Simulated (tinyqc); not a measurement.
What moves the results: quaternary alloy A(x)B(1-x)C(y)D(1-y) matched to a substrate. A value that a table varies takes the place of the one given here.

Q(x,y) = x y Q_AC + x (1 - y) Q_AD + (1 - x) y Q_BC + (1 - x)(1 - y) Q_BD for the lattice constant. Gap, rule 1: Q(x,y) - x (1 - x)[y C_ABC + (1 - y) C_ABD] - y (1 - y)[x C_ACD + (1 - x) C_BCD]. Rule 2 (mean of ternaries): {x (1 - x)[y T_ABC(x) + (1 - y) T_ABD(x)] + y (1 - y)[x T_ACD(y) + (1 - x) T_BCD(y)]}/{x (1 - x) + y (1 - y)}, T_ABC(x) = x E_AC + (1 - x) E_BC - C_ABC x (1 - x), T_ACD(y) = y E_AC + (1 - y) E_AD - C_ACD y (1 - y), and alike. Only the Gamma valley is followed.

Matching a(x,y) = a_s gives x = (a_s - y a_BC - (1 - y) a_BD)/(y (a_AC - a_BC) + (1 - y)(a_AD - a_BD)).
Constants: hc = 1239.841984 eV nm.

Inputs chosen for the exercise (AC, AD, BC, BD near GaAs, GaP, InAs and InP; substrate near InP; not measured data): a = (5.657, 5.45, 6.055, 5.862) angstrom (lattice constants of AC, AD, BC, BD); Eg = (1.54, 2.886, 0.414, 1.414) eV (gaps at Gamma of AC, AD, BC, BD); Cb = (0.474, 0.688, 0.184, 0.101) eV (bowing of ABC, ABD, ACD, BCD); a_s = 5.862 angstrom (substrate); y = 0.91 (fraction of C).

## Along the matched line

x follows from y.

Results:
```
y          x  bilinear (eV)  rule 1 (eV)  rule 2 (eV)  wavelength 1 (nm)  wavelength 2 (nm)
0.03  0.0141         1.4046       1.3921       1.3995                891                886
0.15  0.0706         1.3643       1.3076       1.3407                948                925
0.27  0.1277         1.3200       1.2278       1.2806               1010                968
0.39  0.1851         1.2716       1.1527       1.2192               1076               1017
0.51  0.2431         1.2190       1.0822       1.1564               1146               1072
0.63  0.3016         1.1622       1.0163       1.0914               1220               1136
0.75  0.3605         1.1011       0.9550       1.0231               1298               1212
0.87  0.4200         1.0358       0.8982       0.9474               1380               1309
0.99  0.4799         0.9660       0.8458       0.8517               1466               1456
```

What can be read from the table?

The matched alloys span 0.846 to 1.392 eV by rule 1, monotonically in y. Along the line dx/dy is +0.471 between the first two rows and +0.500 between the last two. In energy the two rules differ most at y = 0.63, by 75 meV (84 nm there), which measures how far the ternary data leave the interior open. Miscibility gaps are not considered.

## What each parameter does

x is matched anew each time. Each row changes one parameter from the base and keeps the others.

Results:
```
case                                           x  rule 1 (eV)  rule 2 (eV)
base                                      0.4399       0.8802       0.9190
y = 0.9                                   0.4349       0.8847       0.9263
a_s = 5.866 angstrom                      0.4299       0.8693       0.9080
Cb = (0.569, 0.826, 0.221, 0.121) eV      0.4399       0.8536       0.9001
Eg = (1.59, 2.886, 0.414, 1.414) eV       0.4399       0.9002       0.9390
a = (5.667, 5.45, 6.055, 5.862) angstrom  0.4501       0.8915       0.9303
```

How do the results move?

The largest shifts from the base row, up to three for each result and ties (the steps differ in size, so this ranks the rows, not the parameters). x: a +0.0103, a_s -0.0100, y -0.0050; unchanged at the printed digits by Cb and Eg. rule 1 (eV): Cb -0.0266, Eg +0.0200, a +0.0112. rule 2 (eV): Eg +0.0200, Cb -0.0188, a +0.0113.

(tinyqc, `OMP_NUM_THREADS=1 python tinyqc.py 1080019 1080020 out.jsonl`, Intel(R) Xeon(R) Processor @ 2.30GHz, 1 thread, shared host, about 0.01 s.)
